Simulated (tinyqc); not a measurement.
## Hot electrons in a saturated n-channel MOSFET, lucky-electron model: effect of the channel length

Beyond pinch-off the lateral field grows as Esat cosh(y/l) over the velocity-saturated region (pseudo-two-dimensional model). Impact ionisation in this region gives the substrate current, which biases the body forward through Rsub. Currents are per width. Local-field laws: they overstate ionisation when the field peak is narrower than an energy relaxation length.

Cox = 3.9 eps0/tox, l = sqrt(3 tox xj), Esat = 2 vs/mu. Overdrive g = Vg - VT + kb Vb; Vdsat = g Esat L/(g + Esat L); Id = Cox vs (g - Vdsat); dV = Vd - Id Rd - Vdsat; Em = sqrt((dV/l)^2 + Esat^2); Isub = Id (Ai/Bi) l Em exp(-Bi/Em). Vb = Rsub Isub is solved self-consistently. Lifetime tau = (Hl/Id)(Isub/Id)^(-m); 1 year = 3.15576e7 s.

Inputs (values chosen for the exercise); values close to those of silicon n-channel devices:

| symbol | value | unit | meaning |
|---|---|---|---|
| tox | 9.9 | nm | oxide thickness |
| xj | 180 | nm | junction depth |
| VT | 0.74 | V | threshold |
| mu | 320 | cm^2/(V s) | effective mobility |
| vs | 7.9e6 | cm/s | saturation velocity |
| Ai | 2e6 | 1/cm | ionisation prefactor |
| Bi | 1.75 | MV/cm | ionisation field |
| Rd | 0 | ohm um | resistance of the lightly doped drain |
| Rsub | 8000 | ohm um | substrate resistance |
| kb | 0.24 |  | fall of VT per volt of forward body bias |
| m | 2.8 |  | lifetime exponent |
| Hl | 14000 | s uA/um | lifetime constant |
| Vd | 3.1 | V | drain voltage |
| Vg | 2.2 | V | gate voltage |

Constants: eps0 = 8.8541878128e-14 F/cm where lengths are in cm. Results are converted to the units shown.

Results:

| L (um) | Id (uA/um) | Em (MV/cm) | Isub (uA/um) | Isub/Id | tau (years) |
|---|---|---|---|---|---|
| 0.25 | 219.4 | 0.3360 | 3.368 | 0.01535 | 0.2425 |
| 0.5 | 149.9 | 0.3024 | 1.163 | 0.007758 | 2.399 |
| 0.71 | 118.5 | 0.2872 | 0.6419 | 0.005419 | 8.288 |
| 1 | 91.89 | 0.2743 | 0.3570 | 0.003885 | 27.12 |
| 1.4 | 70.19 | 0.2637 | 0.2032 | 0.002895 | 80.97 |
| 2 | 51.83 | 0.2548 | 0.1149 | 0.002217 | 231.3 |

Estimate the missing row, L = 0.35 um.

Computed row:

| L (um) | Id (uA/um) | Em (MV/cm) | Isub (uA/um) | Isub/Id | tau (years) |
|---|---|---|---|---|---|
| 0.35 | 185.0 | 0.3194 | 2.062 | 0.01114 | 0.7049 |

With this row back in the table: As L goes from 0.25 to 2 um, Em falls from 0.336 to 0.255 MV/cm, Isub falls from 3.37 to 0.115 uA/um and tau rises from 0.242 to 231 years. From the first row to the last, log10(tau) changes by 3.0: 2.4 from (Isub/Id)^(-m), which holds Em and l, and 0.63 from 1/Id. At L = 0.25 um the saturated region takes over 60 % of L, so using the full L in Vdsat is rough.

Numbers from tinyqc (`OMP_NUM_THREADS=1 python tinyqc.py 2550055 2550056 out.jsonl`; about 0.01 s on one thread of a shared Intel Xeon 2.30GHz).
